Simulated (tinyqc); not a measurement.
Koster-Slater impurity in a tight-binding band, by Green functions and by supercells: one step, computed by the program tinyqc.

One orbital per site, e(k) = -2 t sum cos(k_i) over 3 direction(s), band from -6 t to 6 t, lattice constant 1. One site has the extra energy U. Spin is left out.

Question. The supercell Hamiltonian at Gamma. H_ij = -t for each bond from i to j, images included (two bonds add when N = 2); H_11 = U; sites are numbered with the last coordinate running fastest. Diagonalise.

Inputs (values chosen for the exercise, for a model band): hopping t = 0.94 eV; impurity potential U = -7.94 eV; supercell edge N = 2 sites.

Lattice: simple cubic.

Give: H; levels.

Answer.

H (eV):
```
,1,2,3,4,5,6,7,8
1,-7.94,-1.88,-1.88,0.00,-1.88,0.00,0.00,0.00
2,-1.88,0.00,0.00,-1.88,0.00,-1.88,0.00,0.00
3,-1.88,0.00,0.00,-1.88,0.00,0.00,-1.88,0.00
4,0.00,-1.88,-1.88,0.00,0.00,0.00,0.00,-1.88
5,-1.88,0.00,0.00,0.00,0.00,-1.88,-1.88,0.00
6,0.00,-1.88,0.00,0.00,-1.88,0.00,0.00,-1.88
7,0.00,0.00,-1.88,0.00,-1.88,0.00,0.00,-1.88
8,0.00,0.00,0.00,-1.88,0.00,-1.88,-1.88,0.00
```

levels (eV): [-9.334, -4.361, -1.880, -1.880, 0.528, 1.880, 1.880, 5.226]
